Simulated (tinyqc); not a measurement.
# Haynes-Shockley experiment: what a collector records, against the sweep field along the drift

A sheet injected at x = 0, t = 0 gives at x = L the signal n(t) = N0 exp(-t/tau - (L - v t)^2/(4 D t))/sqrt(4 pi D t), D = mu Vt, v = mu F. Its peak lies at tp = [-D + sqrt(D^2 + u^2 L^2)]/u^2, u^2 = v^2 + 4 D/tau; dt is the full width at half height. Simple readings: mobility L/(F tp), diffusion coefficient (L dt/tp)^2/(16 ln 2 tp). Area v times the integral of n over N0: (v/u) exp(L (v - u)/(2 D)).

Values chosen for this exercise:
- T = 250 K (temperature)
- mu = 203 cm^2/(V s) (minority-carrier mobility)
- tau = 2.5e-6 s (lifetime)
- L = 77 um (distance from injector to collector)

Constants: q = 1.602176634e-19 C, kB = 1.380649e-23 J/K, Vt = kB T/q. Results are converted to the units shown.

Haynes-Shockley experiment: what a collector records, against the sweep field along the drift:
```
F (V/cm)  L/v (us)  tp (us)  dt (us)  apparent mobility (cm^2/(V s))  apparent D (cm^2/s)     area  exp(-L/(v tau))
5.5          6.897    2.203    3.502                           635.4                6.131  0.08297          0.06338
9.6          3.951    1.973    2.906                           406.5                5.876   0.1828           0.2059
17           2.231    1.555    1.960                           291.4                5.466   0.3603           0.4096
29           1.308    1.093    1.114                           243.0                5.081   0.5537           0.5926
50          0.7586   0.6954   0.5492                           221.4                4.795   0.7180           0.7383
87          0.4360   0.4177   0.2508                           211.9                4.616   0.8315           0.8400
150         0.2529   0.2473   0.1130                           207.6                4.513   0.9006           0.9038
260         0.1459   0.1441  0.04995                           205.5                4.454   0.9422           0.9433
```

Read the table: what changes, and by how much?

True values: mu = 203 cm^2/(V s), D = 4.37 cm^2/s. The apparent mobility is 3.13 times the true one in the first row and 1.2 % above it in the last, and the apparent D 40 % above and 1.8 % above D. The peak always comes before L/v, since spreading and decay both weigh down the later part of the signal; the shift is 68 % and 1.2 % in these rows.

tinyqc, about 0.01 s, one thread, Intel Xeon 2.30GHz (shared host): `OMP_NUM_THREADS=1 python tinyqc.py 2310019 2310020 out.jsonl`
